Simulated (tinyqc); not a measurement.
From results back to parameters: Fermi-Dirac statistics of conduction electrons. Three cases, with inputs chosen for the exercise.

Problem. At zero temperature k_F = (3 pi^2 n)^(1/3) and E_F (1 + alpha E_F) = c k_F^2/m, c = hbar^2/2m0, m the density-of-states mass. The Fermi energies at two densities were computed from hidden m and alpha.

Constants: hbar^2/2m0 = 3.80998211 eV angstrom^2.

Find: k_F at nA and nB; m; alpha.

Method. c k^2 (1/m) - E^2 alpha = E is linear in 1/m and alpha; two densities give two equations.

Case 1.

Values chosen (out of a larger set: near those of GaN, lowest valleys alone; not measured data): nA = 1e+19 1/cm^3; nB = 5e+19 1/cm^3.

E_F at nA = 0.083375 eV
E_F at nB = 0.237313 eV

Solution.

k_F at nA and nB (1/angstrom): 0.06665  0.11397

m = 0.200 m0
alpha = 0.18 1/eV

Case 2.

Values chosen (out of a larger set: near those of GaAs, lowest valleys alone; not measured data): nA = 3e+18 1/cm^3; nB = 1e+19 1/cm^3.

E_F at nA = 0.108658 eV
E_F at nB = 0.227478 eV

Solution.

k_F at nA and nB (1/angstrom): 0.04462  0.06665

m = 0.0656 m0
alpha = 0.59 1/eV

Case 3.

Values chosen (out of a larger set: near those of Si, lowest valleys alone; not measured data): nA = 3e+20 1/cm^3; nB = 9e+20 1/cm^3.

E_F at nA = 0.144371 eV
E_F at nB = 0.283323 eV

Solution.

k_F at nA and nB (1/angstrom): 0.20710  0.29869

m = 1.06 m0
alpha = 0.46 1/eV

Computed by tinyqc, one run a case: `OMP_NUM_THREADS=1 python tinyqc.py N N+1 out.jsonl` with N = 1652454, 1652476, 1652541; one thread of a shared Intel(R) Xeon(R) Processor @ 2.30GHz, about 0.01 s a run at most.
